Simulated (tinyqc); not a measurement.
Hartree-Fock atom on a uniform radial grid, spin-unpolarised, for Be(2+), step by step. Computed by tinyqc, a small Python program that keeps every step. Settings: Z = 4, points = 64, R = 5.9, functional = hf2, mixing = 0.2, iteration cap = 55. Command: `OMP_NUM_THREADS=1 python tinyqc.py 26519 26520 out.jsonl` (the two numbers bound the seeds that draw the settings). One thread of a shared host (Intel(R) Xeon(R) Processor @ 2.60GHz), about 0.05 s of CPU time with the checks.

Spherical atom on a uniform radial grid r_j = j h with h = R/(N + 1), h sum u^2 = 1 and integrals as h times sums, u(0) = u(R) = 0 (atomic units):

| parameter | value |
|---|---|
| Z | 4 |
| points N | 64 |
| R | 5.900000 |
| h | 0.090769 |
| mixing | 0.200000 |
| electrons in 1s | 2 |

Three-point differences turn -u''/2 + [l(l+1)/2r^2 - Z/r + V] u = e u into a tridiagonal matrix (diagonal 1/h^2 + potential, off-diagonal -1/2h^2). D = sum f u^2; the Hartree potential y/r solves y'' = -D/r with y(0) = 0, y(R) = N_e; for two electrons in one orbital exchange is -V_H/2 (Hartree-Fock); E = sum f e - int D V + int D (V_H/2 + eps_xc); V(new) = V + mixing (V_H + v_xc - V).

Stop when input and output potentials agree to 1e-7.

Course of the cycle (hartree):

| iteration | E | e(1s) | largest \|V(out) - V(in)\| |
|---|---|---|---|
| 1 | -13.03907378 | -7.752417 | 3.76e+00 |
| 2 | -13.08208373 | -7.261661 | 2.95e+00 |
| 3 | -13.10966911 | -6.877291 | 2.31e+00 |
| 4 | -13.12716533 | -6.575860 | 1.81e+00 |
| 5 | -13.13815712 | -6.339206 | 1.41e+00 |
| 6 | -13.14500736 | -6.153224 | 1.11e+00 |
| 7 | -13.14924810 | -6.006941 | 8.65e-01 |
| 8 | -13.15185901 | -5.891797 | 6.76e-01 |
| 9 | -13.15345931 | -5.801108 | 5.29e-01 |
| 10 | -13.15443665 | -5.729639 | 4.13e-01 |
| 11 | -13.15503180 | -5.673291 | 3.23e-01 |
| ... | ... | ... | ... |
| 45 | -13.15594844 | -5.461801 | 8.82e-05 |
| 46 | -13.15594844 | -5.461785 | 7.00e-05 |
| 47 | -13.15594844 | -5.461772 | 5.56e-05 |
| 48 | -13.15594844 | -5.461762 | 4.41e-05 |
| 49 | -13.15594844 | -5.461754 | 3.50e-05 |
| 50 | -13.15594844 | -5.461748 | 2.78e-05 |
| 51 | -13.15594844 | -5.461743 | 2.21e-05 |
| 52 | -13.15594844 | -5.461738 | 1.75e-05 |
| 53 | -13.15594844 | -5.461735 | 1.39e-05 |
| 54 | -13.15594844 | -5.461733 | 1.11e-05 |
| 55 | -13.15594844 | -5.461731 | 8.79e-06 |

Can the last value be used, and what does the course show?

Not by the stop rule, although the second column moves by less than 1e-07 over the last three steps; and the uniform grid itself carries an error of order h^2 at the cusp, far above the threshold. Not converged within 55 iterations: the residual falls steadily but slowly, by a factor of about 0.79 a step. Reruns (cap 100 unless said): mixing 0.3: converged in 48; mixing 0.6: converged in 19; the original settings with a cap of 400: converged in 75. Even converged, this uniform grid resolves the cusp poorly and misses the energy of the atom.
